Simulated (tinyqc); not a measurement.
Raising U: Hubbard ring of 6 sites, mean field against exact. Computed by the program tinyqc. Collinear unrestricted mean field (the lowest of 40 random starts) against exact diagonalisation.

one-body matrix (hopping and site energies) (eV):
```
         1        2        3        4        5        6
1   0.5800  -0.6500   0.0000   0.0000   0.0000  -0.6500
2  -0.6500  -0.4000  -0.6500   0.0000   0.0000   0.0000
3   0.0000  -0.6500   0.5800  -0.6500   0.0000   0.0000
4   0.0000   0.0000  -0.6500  -0.5600  -0.6500   0.0000
5   0.0000   0.0000   0.0000  -0.6500  -0.2700  -0.6500
6  -0.6500   0.0000   0.0000   0.0000  -0.6500   0.4900
```

electrons, up and down: 3  3

Exact and mean-field results (eV):
```
U            U/t    E exact  E mean field  mean |n_up - n_down|  double occupancy, exact  first gap in the sector
0.3300    0.5077  -4.793559     -4.781007                0.0000                   0.2678                   0.9238
0.6500    1.0000  -4.298917     -4.248174                0.0000                   0.2475                   0.9038
1.3000    2.0000  -3.412067     -3.194776                0.0000                   0.2073                   0.8952
1.9500    3.0000  -2.682861     -2.191360                0.4034                   0.1666                   0.7374
3.9000    6.0000  -1.362938     -0.890942                0.8806                   0.0702                   0.3330
5.2000    8.0000  -0.940086     -0.560942                0.9346                   0.0416                   0.2331
7.8000   12.0000  -0.499110     -0.232101                0.9716                   0.0192                   0.1490
13.0000  20.0000  -0.136211      0.029504                0.9899                   0.0071                   0.0887
```

Estimate the missing row, U = 2.6.

Computed row:
```
U          U/t    E exact  E mean field  mean |n_up - n_down|  double occupancy, exact  first gap in the sector
2.6000  4.0000  -2.111024     -1.547388                0.7127                   0.1273                   0.5535
```

In absolute terms mean field is worst at U/t = 4.0, 0.564 eV too high: at small U it is nearly exact, and at large U it misses only exchange-scale energies. Its local moments set in at U/t = 3.0 of those listed, a broken symmetry that the exact state of a finite cluster with equal spins does not have. Relative to the exact energy its error is 0.3 % at the smallest U, 122 % at most and 122 % at the largest. The double occupancy falls from 0.268 to 0.007.
